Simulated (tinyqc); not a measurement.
Threshold of a short bulk MOSFET: charge sharing, barrier lowering, narrow width: one step of the calculation.

n-channel device on a p-type body, depletion approximation, full ionisation. Uniform doping N = Na. Vbi from Boltzmann statistics is rough for the degenerate source. Cox = eps0 eox/tox.

Task. Short-channel and narrow-width shifts. Charge sharing (trapezoid; it ignores Vds): F = (xj/L)(sqrt(1 + 2 Wd/xj) - 1), lowering = body term times F. Barrier lowering: th = exp(-L/(2 l)) + 2 exp(-L/l), lowering = th [2 (Vbi - 2 pB) + Vds], DIBL = th. Narrow width: rise = body term times xw Wd/W. VT by each model = VT0 - lowering + rise.

Values chosen for this exercise; band and dielectric values close to those of silicon:
```
symbol   value  unit                                                    meaning
xj          20    nm                                             junction depth
Vds          1     V                                       drain-source voltage
W          390    nm                                                 gate width
xw      0.7854        shape factor of the fringing depletion at the width edges
L          220    nm                                             channel length
```

2 pB = 0.87832010 V
Wd = 98.116813 nm
body term = 0.061359079 V
VT0 = 0.069679174 V
Vbi = 1.0232084 V
l = 18.337555 nm

Find: F; lowering by charge sharing; th; lowering of the barrier; DIBL; narrow-width rise; VT, charge sharing; VT, barrier lowering.

Result.

F = 0.20801
lowering by charge sharing = 12.763 mV
th = 0.0024945
lowering of the barrier = 3.2173 mV
DIBL = 2.4945 mV/V
narrow-width rise = 12.124 mV
VT, charge sharing = 0.069040 V
VT, barrier lowering = 0.078586 V

L is 12.0 scale lengths. The charge-sharing lowering is 3.97 times the barrier lowering; the first falls off as 1/L and the second exponentially. Both describe the same loss of gate control, so they are alternatives and are not added.

Computed by the program tinyqc: `OMP_NUM_THREADS=1 python tinyqc.py 2002140 2002141 out.jsonl`, one thread of a shared Intel Xeon 2.30GHz, about 0.01 s for the whole run.
